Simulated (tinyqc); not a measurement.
Pillar capacitor in an array: capacitance, non-linearity, leakage and relaxation: two steps of the calculation.

A film between two metal electrodes, each interface adding a series capacitance ci. The small-signal permittivity is ek (1 + aq E^2); the field is found with the linear permittivity. Leakage J = J0 sinh(E/Ef). After a voltage step the film passes a relaxation current kr C V tt^(-nr), tt being the time in seconds. The sidewall is a coaxial capacitor with radii a = dm/2 and b = dm/2 + t, depth AR dm; the end face is left out.

Inputs (values chosen for the exercise); permittivity of the order of that of aluminium oxide:
- ek = 8.84 (relative permittivity of the film)
- t = 4.5 nm (film thickness)
- ci = 1000 uF/cm^2 (capacitance of each electrode interface (dead layer and screening))
- aq = 0.0024 cm^2/MV^2 (quadratic field coefficient of the permittivity)
- V = 2.4 V (bias)
- J0 = 5.4e-11 A/cm^2 (leakage prefactor)
- Ef = 0.2 MV/cm (field for an e-fold rise of the leakage)
- dm = 29 nm (diameter of the pillar)
- AR = 50 (aspect ratio, depth over diameter)
- pt = 69 nm (pitch of the square array)
- rho = 110 uohm cm (resistivity of the inner electrode)

Constants: eps0 = 8.8541878128e-14 F/cm where lengths are in cm. Results are converted to the units shown.

Problem 1. Planar capacitance, field and non-linearity. Planar film: Cf = eps0 ek/t, 1/C = 1/Cf + 2/ci, EOT = 3.9 eps0/C, effective permittivity C t/eps0, E = (V/t) C/Cf; quadratic coefficient [C(V)/C - 1]/V^2 with Cf (1 + aq E^2) in C(V).

Give: Cf; C; EOT; effective permittivity; E; quadratic coefficient; J.

Solution 1.

Cf = 1.739 uF/cm^2
C = 1.733 uF/cm^2
EOT = 1.992 nm
effective permittivity = 8.809
E = 5.315 MV/cm
quadratic coefficient = 1.173e4 ppm/V^2
J = 9.384 A/cm^2

The interfaces take 0.347 % of the voltage.

Problem 2. Cell capacitance, fields and time constant. Per length 1/c = ln(b/a)/(2 pi eps0 ek) + (1/a + 1/b)/(2 pi ci); cell capacitance c AR dm; per footprint over pt^2; fields c V/(2 pi eps0 ek r) at r = a and b; resistance of the inner electrode rho AR dm/(pi a^2); time constant R C/3 of the distributed line.

Find: a; b; cell capacitance; capacitance per footprint; field at a; field at b; R; R C/3.

Solution 2.

a = 14.500 nm
b = 19.000 nm
cell capacitance = 2.6290 fF
capacitance per footprint = 55.220 uF/cm^2
field at a = 6.1022 MV/cm
field at b = 4.6569 MV/cm
R = 2.4148 kohm
R C/3 = 2.1161 ps

The array gives 31.9 times the planar capacitance per footprint; curvature makes the field at the inner electrode 1.15 times the planar value.

Program tinyqc, `OMP_NUM_THREADS=1 python tinyqc.py 2102074 2102075 out.jsonl`; Intel Xeon 2.30GHz, shared host, one thread, about 0.01 s.
